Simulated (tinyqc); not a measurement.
# Ten-year voltage from two stress tests

Problem. Lifetimes follow tau = t0 exp(B/Vd). Ten years are 3.15576e8 s. Find B, t0 and the drain voltage for ten years.

lifetimes at Vd = 2 and 2.2 V (s): 3.6e5  3999.23875

Answer. ln(tau) is linear in 1/Vd.

B = 99.0 V
t0 = 1.14e-16 s
ten-year voltage = 1.76 V

Program tinyqc, `OMP_NUM_THREADS=1 python tinyqc.py 2550127 2550128 out.jsonl`; Intel Xeon 2.30GHz, shared host, one thread, about 0.01 s.
